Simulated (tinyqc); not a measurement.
Comparisons within one model: two-band k.p model of the X valleys of a zinc-blende crystal. A value that a table varies takes the place of the one given here.

k along the valley axis, counted from X, c = hbar^2/2m0, e = c k^2/ml. H = [[e - D/2, i P k], [-i P k, e + D/2]] with P^2 = D0 c/ml, so E = e -/+ sqrt(D^2/4 + D0 e). For D = 0 (diamond lattice) the bands cross at X.

With x = D/D0: for x < 1 the minima lie at k_m = sqrt(ml D0 (1 - x^2)/(4 c)), the hump at X has the height dE = (D0/4)(1 - x)^2 and the mass at the minimum is ml/(1 - x^2); the mass at X is ml/(1 - 1/x), negative for x < 1. For x > 1 the minimum is at X.

Thermal masses along the axis for one X point, lower band, E from the minimum, on 1601 points from -0.8 to 0.8 1/angstrom: density-of-states mass m_d = c I^2/(pi kT), I = integral of exp(-E/kT) dk; conductivity mass m_c = 2 c kT/<(dE/dk)^2> with central differences.

Constants: hbar^2/2m0 = 3.80998211 eV angstrom^2; kB = 8.617333262e-05 eV/K.

Parameters, chosen for this exercise (of the order of those of GaP; shifted at random, so the results belong to these values and not to a real crystal): D0 = 0.45 eV (coupling energy); ml = 0.893 m0 (mass along the axis from remote bands); D = 0.326 eV (splitting of the two conduction levels at X); T = 20 K (temperature).

## From the diamond lattice to a polar crystal

D is varied at fixed D0 and ml.

Results:
```
x     D (eV)  k_m (1/angstrom)  dE (meV)  mass at the minimum
0.00   0.000            0.1624    112.50                0.893
0.30   0.135            0.1549     55.12                0.981
0.60   0.270            0.1299     18.00                1.395
0.80   0.360            0.0974      4.50                2.481
0.90   0.405            0.0708      1.12                4.700
1.10   0.495            0.0000      0.00                9.823
1.30   0.585            0.0000      0.00                3.870
2.00   0.900            0.0000      0.00                1.786
4.00   1.800            0.0000      0.00                1.191
```

At D = 0 the minima lie 0.1624 1/angstrom from X under a cusp of D0/4 = 112 meV, the pattern of silicon. The hump shrinks as (1 - x)^2, faster than k_m, so at x = 0.9 it is only 1.12 meV although k_m is still 44 % of its first value. The mass diverges at x = 1 from both sides (4.70 at 0.9, 9.82 at 1.1), where the band is quartic.

## Temperature

Thermal masses against T.

Results:
```
T (K)  kT (meV)    m_d    m_c
10         0.86  7.751  1.965
20         1.72  8.101  2.092
50         4.31  8.922  2.511
100        8.62  8.613  2.777
200       17.23  7.191  2.719
300       25.85  6.177  2.559
500       43.09  4.983  2.302
```

m_d goes from 7.751 to 4.983 and m_c goes from 1.965 to 2.302; m_d peaks in between, at 8.922 for 50 K among these rows; m_c peaks in between, at 2.777 for 100 K among these rows. The limits are 4 x 1.879 and 1.879 for kT far below dE = 8.54 meV, and ml = 0.893 for both at kT far above D0; near kT = dE the flat region between the minima can push both above the first limit. No single longitudinal mass describes such a valley, so values from cyclotron resonance, donor spectra and carrier densities differ.

## What each parameter does

Shape of the lower band and thermal masses. Each row changes one parameter from the base and keeps the others.

Results:
```
case            k_m (1/angstrom)  dE (meV)  m_d (m0)  m_c (m0)
base                      0.1119     8.542     8.101     2.092
D = 0.3162 eV             0.1155     9.946     7.486     1.924
D0 = 0.4365 eV            0.1064     6.993     8.923     2.322
ml = 0.9198 m0            0.1136     8.542     8.345     2.155
T = 19.4 K                0.1119     8.542     8.078     2.083
```

The largest shifts from the base row, up to three for each result and ties (the steps differ in size, so this ranks the rows, not the parameters). k_m (1/angstrom): D0 -0.0056, D +0.0036, ml +0.0017; unchanged at the printed digits by T. dE (meV): D0 -1.549, D +1.404; unchanged at the printed digits by ml and T. m_d (m0): D0 +0.822, D -0.616, ml +0.243. m_c (m0): D0 +0.230, D -0.168, ml +0.063.

(tinyqc, `OMP_NUM_THREADS=1 python tinyqc.py 1881206 1881207 out.jsonl`, Intel(R) Xeon(R) Processor @ 2.30GHz, 1 thread, shared host, about 0.01 s.)
